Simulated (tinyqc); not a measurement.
Lorentz oscillators and the Kramers-Kronig relations, step by step. Values are carried at full precision from step to step, so a last printed digit may differ when a step is redone from the rounded ones.

eps(E) = 1 + sum_j S_j/(E0_j^2 - E^2 - i G_j E).

Constants: hbar c = 1973.269805 eV angstrom; hbar^2/2m0 = 3.80998211 eV angstrom^2; e^2/(4 pi eps0) = 14.39964547 eV angstrom.

Inputs chosen for the exercise (line positions loosely like those of GaAs; Lorentz tails absorb below the gap, where the real solid is clear; the results hold for these values, not for the real material):
- E0 = (3.07, 4.56, 6.29) eV (resonances)
- G = (0.32, 0.72, 1.48) eV (widths)
- S = (29.9, 79.5, 41.8) eV^2 (strengths)
- E = 7.51 eV (photon energy)
- h = 0.5 eV (grid step)
- M = 40 (grid points E_j = j h)
- i = 9 (grid index at which eps1 is wanted)

## Dielectric function at one energy

Evaluate each oscillator and the sum.

terms: -0.6348+0.0325i  -2.1824+0.3314i  -1.7291+1.1415i

eps(E) = -3.5464+1.5054i
eps(0) = 9.0523

## Optical constants

n + i k = sqrt(eps1 + i eps2) with k >= 0; R = ((n - 1)^2 + k^2)/((n + 1)^2 + k^2) at normal incidence from vacuum; alpha = 2 E k/(hbar c), times 1e8 for 1/cm; loss function Im(-1/eps) = eps2/(eps1^2 + eps2^2).

Convert eps at the photon energy E into the optical constants.

n = 0.3913
k = 1.9234
R = 0.7222
alpha = 1.46e+06 1/cm
loss function = 0.1014
vacuum wavelength hc/E (hc = 1239.841984 eV nm) = 165.1 nm

The intensity falls to 1/e within 6.83 nm. eps1 is negative, so k exceeds n, as in a metal below its plasma energy; R is 0.72.

## Absorptive part on the grid

Tabulate eps2 at E_j = j h.

eps2(E_j), j = 1 .. M: 0.1446  0.3220  0.5928  1.1414  3.0353  27.4330  6.4311  8.5935  24.8933  10.6907  5.3395  5.5093  4.8598  2.7360  1.5216  0.9379  0.6305  0.4512  0.3379  0.2619  0.2085  0.1694  0.1401  0.1175  0.0998  0.0856  0.0741  0.0646  0.0568  0.0502  0.0447  0.0399  0.0358  0.0323  0.0292  0.0266  0.0242  0.0221  0.0203  0.0187

## eps1 at one grid point

Kramers-Kronig: eps1(E) = 1 + (2/pi) P integral_0^infinity E1 eps2(E1)/(E1^2 - E^2) dE1. Maclaurin rule on the grid E_j = j h, j = 1 .. M: eps1(E_i) = 1 + (4 h/pi) sum over j with j - i odd of E_j eps2(E_j)/(E_j^2 - E_i^2); nothing is added above E_M.

List the terms E_j eps2_j/(E_j^2 - E_i^2) for j - i odd, add them and form eps1.

terms in order of j (1/eV): -0.0167  -0.1405  -7.3155  -8.0880  11.2534  2.0988  0.6662  0.1715  0.0668  0.0328  0.0185  0.0114  0.0075  0.0051  0.0037  0.0027  0.0020  0.0016  0.0012  0.0010

sum = -1.216 1/eV
eps1(E_i) = 0.226

The oscillator formula gives 4.224 at E_i = 4.5 eV. The rule samples every 2h = 1 eV against a narrowest width of 0.32 eV and stops at 20 eV; coarse sampling and the missing tail make the difference.

## The f-sum on the grid

W(E_M) = (2/pi) h sum_j E_j eps2_j, with half weight on the last point; the full integral equals sum S_j = (hbar omega_p)^2, and the electron density follows from (hbar omega_p)^2 = 8 pi c (e^2/(4 pi eps0)) N with c = hbar^2/2m0.

W(E_M) = 153.10 eV^2
sum S = 151.20 eV^2
share reached on this grid (a step near the line widths can inflate it) = 1.013
hbar omega_p = 12.296 eV
N = 1.10e+23 1/cm^3

## Checks

- The value of eps1 at 7.520 eV from a fine, long grid (with the tail of eps2 ~ 1/E^3 added) against the oscillator formula: both -3.53.

Run: tinyqc, `OMP_NUM_THREADS=1 python tinyqc.py 1682526 1682527 out.jsonl`; Intel(R) Xeon(R) Processor @ 2.30GHz, one thread, shared host; about 0.2 s of CPU time with all checks.
